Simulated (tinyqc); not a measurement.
# Box-like doped layer, carriers, mobility and sheet resistance with incomplete ionisation, step by step

tinyqc, about 0.01 s, one thread, Intel Xeon 2.30GHz (shared host): `OMP_NUM_THREADS=1 python tinyqc.py 2110139 2110140 out.jsonl` Printed values are rounded.

An n-type layer from the surface x = 0 to the junction xj, N(x) = N0 for x < xb and N0 10^(-(x - xb)/Lt) beyond. Local neutrality (no depletion at surface or junction, no spilling of carriers), intrinsic carriers neglected, Boltzmann statistics.

Values chosen for this exercise; values close to those of phosphorus in silicon over a p-type background: temperature T = 250 K; background doping of the opposite type Nb = 5.6e14 cm^-3; peak chemical concentration N0 = 1.6e17 cm^-3; mobility limit at high doping m1 = 67.7 cm^2/(V s); mobility limit at low doping, at 300 K m2 = 1420 cm^2/(V s); reference doping of the mobility law Nr = 9.24e16 cm^-3; exponent of the mobility law am = 0.724; temperature exponent of m2 bt = 1.8; solubility limit of active dopant Ns = 3.98e20 cm^-3; conduction-band density of states at T NB = 2.11e19 cm^-3; ionisation energy in the dilute limit Ei = 0.0435 eV; degeneracy factor of the level gd = 2; lowering of Ei per N^(1/3) ks = 5.3e-9 eV cm; depth of the flat top xb = 120 nm; abruptness of the tail Lt = 6.8 nm/decade.

Constants: q = 1.602176634e-19 C, kB = 1.380649e-23 J/K, Vt = kB T/q. Results are converted to the units shown.

Range of the model: The layer is thin and light enough that depletion at the surface and the junction, left out here, would remove a good share of its carriers.

## Junction depth and local values

xj = xb + Lt log10(N0/Nb); 14 equal steps from 0 to xj. Active dopant A = min(N, Ns); n solves n (n + Nb)/(A - Nb - n) = K, K = (NB/gd) exp(-E/Vt), E = max(Ei - ks A^(1/3), 0), so n = 2 K (A - Nb)/[Nb + K + sqrt((Nb + K)^2 + 4 K (A - Nb))]; mobility mu = m1 + (m2 (T/300 K)^(-bt) - m1)/(1 + ((A + Nb)/Nr)^am).

xj = 136.7003 nm

| point | x (nm) | N (cm^-3) | A (cm^-3) | n (1e17 cm^-3) | mu (cm^2/(V s)) |
|---|---|---|---|---|---|
| 0 | 0.0000 | 1.6e17 | 1.6e17 | 1.460617 | 831.7328 |
| 1 | 9.7643 | 1.6e17 | 1.6e17 | 1.460617 | 831.7328 |
| 2 | 19.5286 | 1.6e17 | 1.6e17 | 1.460617 | 831.7328 |
| 3 | 29.2929 | 1.6e17 | 1.6e17 | 1.460617 | 831.7328 |
| 4 | 39.0572 | 1.6e17 | 1.6e17 | 1.460617 | 831.7328 |
| 5 | 48.8215 | 1.6e17 | 1.6e17 | 1.460617 | 831.7328 |
| 6 | 58.5859 | 1.6e17 | 1.6e17 | 1.460617 | 831.7328 |
| 7 | 68.3502 | 1.6e17 | 1.6e17 | 1.460617 | 831.7328 |
| 8 | 78.1145 | 1.6e17 | 1.6e17 | 1.460617 | 831.7328 |
| 9 | 87.8788 | 1.6e17 | 1.6e17 | 1.460617 | 831.7328 |
| 10 | 97.6431 | 1.6e17 | 1.6e17 | 1.460617 | 831.7328 |
| 11 | 107.4074 | 1.6e17 | 1.6e17 | 1.460617 | 831.7328 |
| 12 | 117.1717 | 1.6e17 | 1.6e17 | 1.460617 | 831.7328 |
| 13 | 126.9360 | 1.527974e16 | 1.527974e16 | 0.145716 | 1556.369 |
| 14 | 136.7003 | 5.6e14 | 5.6e14 | 0.000000 | 1896.645 |

At the point of highest doping 91.6 % of the net active dopant gives free carriers. The mobility runs from 832 to 1900 cm^2/(V s).

## Sheet quantities by the trapezoid rule

Dose = integral of N, carrier sheet density = integral of n, 1/Rs = q integral of n mu, mean mobility 1/(q Rs sheet density), Hall mobility (unit Hall factor) = integral of n mu^2 over integral of n mu, Hall sheet density = (integral of n mu)^2/integral of n mu^2; all from 0 to xj.

dose = 1.9681e12 cm^-2
carrier sheet density = 1.7970e12 cm^-2
Rs = 4147.4 ohm/square
mean mobility = 837.47 cm^2/(V s)
Hall mobility = 842.40 cm^2/(V s)
Hall sheet density = 1.7865e12 cm^-2

Carriers make up 91.3 % of the dose. A Hall measurement weights the mobile tail, so its sheet density is 0.58 % below the true one. With 4000 steps Rs = 4139 ohm/square; the coarse value is 0.19 % above it.
